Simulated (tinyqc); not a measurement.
# Resonant-tunnelling diode, transfer matrices and Tsu-Esaki current: effects of single changes

Emitter (band edge 0), barrier d1, well Lw, barrier d2, spacer ds, collector (edge -V). The bias drops linearly over these layers and none in the contacts; each layer is cut into ns equal slices, flat at the value of their centres. E is the energy of motion across the layers, C = hbar^2/(2 m0), psi and psi'/m are continuous. Transport is coherent, T(E) is taken as independent of the transverse momentum, and charge in the well is ignored.

Values chosen for this exercise; masses and offsets close to those of InGaAs wells and AlAs barriers:
```
symbol  value  unit                                               meaning
T          77     K                                           temperature
mw      0.042    m0                 mass in the well, spacer and contacts
U1        1.2    eV                                        barrier height
m1       0.15    m0                                          barrier mass
d1        0.8    nm                                       emitter barrier
Lw        2.6    nm                                            well width
d2        0.8    nm                                     collector barrier
ns          4                                        slices in each layer
ds          4    nm            undoped spacer after the collector barrier
Ef       0.09    eV  Fermi energy of both contacts above their band edges
V        0.73     V                                 bias of the collector
```

Constants: q = 1.602176634e-19 C, kB = 1.380649e-23 J/K, hbar = 1.054571817e-34 J s, m0 = 9.1093837015e-31 kg, Vt = kB T/q, hbar^2/(2 m0) = 0.0380998212 eV nm^2. Results are converted to the units shown.

Each table varies one quantity; the others keep the values above.

## Current against voltage

For the pair (psi, psi'/m) a flat layer has M = [[cos kd, (m/k) sin kd], [-(k/m) sin kd, cos kd]] with k = sqrt(m (E - U)/C) above its edge U, and M = [[cosh Kd, (m/K) sinh Kd], [(K/m) sinh Kd, cosh Kd]] with K = sqrt(m (U - E)/C) below it. Later slices stand to the left. With M acting on (psi, psi'/m) and v = k/m in each lead, T(E) = 4 vL vR/[(vL vR M12 - M21)^2 + (vR M11 + vL M22)^2]. J = J0 times the integral over E > 0 of T(E) N(E), N = ln[(1 + exp((Ef - E)/Vt))/(1 + exp((Ef - V - E)/Vt))], J0 = q^2 mw m0 kB T/(2 pi^2 hbar^3) (times 1e-4 for A/cm^2 per eV). The integral is converged to the digits shown.

Current against voltage:

| V (V) | J (kA/cm^2) |
|---|---|
| 0.117 | 3.446 |
| 0.248 | 6.251 |
| 0.38 | 11.89 |
| 0.511 | 24.42 |
| 0.643 | 61.29 |
| 0.775 | 223.7 |
| 0.906 | 679.7 |
| 1.038 | 941.4 |
| 1.169 | 342.2 |
| 1.301 | 111.7 |
| 1.432 | 60.60 |
| 1.564 | 40.59 |
| 1.695 | 30.68 |

Among the rows the current peaks at 941 kA/cm^2 at V = 1.038 V and falls to 30.7 kA/cm^2 at 1.695 V, a ratio of 30.7 (it is still falling in the last row, so the valley lies there or beyond). At zero bias the resonance lies at 0.299 eV and the centre of the well takes the share 0.256 of the bias, so the level should reach the emitter band edge near V = 1.17 V; beyond that only the tail of the broadened level (width 43.7 meV at zero bias) and off-resonant tunnelling carry current. Without scattering and space charge the valley comes out far lower than in a real diode. In 10 of the 13 rows the bias alone exceeds 0.4 V, so electrons enter the collector far above its band edge, where real bands are no longer parabolic.

## Effect of the collector barrier

Same model as above.

The resonance is the first maximum of T(E) for E > 0, G its full width at half maximum.

Result of one run:

| d2 (nm) | Er (eV) | Tp | G (meV) | J (kA/cm^2) |
|---|---|---|---|---|
| 1.1 | 0.1113 | 0.9732 | 22.88 | 49.10 |

What becomes of these results when the collector barrier d2 is changed from 1.1 to 0.8 nm, all else the same?

Result of the changed run:

| d2 (nm) | Er (eV) | Tp | G (meV) | J (kA/cm^2) |
|---|---|---|---|---|
| 0.8 | 0.1083 | 0.8807 | 41.27 | 138.7 |

The whole series:

| d2 (nm) | Er (eV) | Tp | G (meV) | J (kA/cm^2) |
|---|---|---|---|---|
| 0.5 | 0.1138 | 0.5016 | 101.6 | 248.9 |
| 0.6 | 0.1101 | 0.6284 | 72.67 | 218.8 |
| 0.8 | 0.1083 | 0.8807 | 41.27 | 138.7 |
| 0.9 | 0.1089 | 0.9665 | 32.74 | 101.9 |
| 1.1 | 0.1113 | 0.9732 | 22.88 | 49.10 |
| 1.2 | 0.1129 | 0.8927 | 20.10 | 32.80 |
| 1.4 | 0.1164 | 0.6439 | 16.85 | 14.05 |

As d2 grows from 0.5 to 1.4 nm, G falls from 102 to 16.9 meV, Tp goes from 0.502 through a maximum of 0.973 (at d2 = 1.1 nm among the rows listed) to 0.644, and J falls from 249 to 14.1 kA/cm^2. The product G Tp changes by a factor of 0.213 and J by 0.0565; the rest comes from the shift of Er (0.114 to 0.116 eV) against the supply function and from current off resonance. In 2 of the 7 rows a layer is thinner than 0.8 nm, a few atomic planes, where an effective mass is a rough description. In every row the bias alone exceeds 0.4 V, so electrons enter the collector far above its band edge, where real bands are no longer parabolic.

Numbers from tinyqc (`OMP_NUM_THREADS=1 python tinyqc.py 2600032 2600033 out.jsonl`; about 0.3 s on one thread of a shared Intel Xeon 2.30GHz).
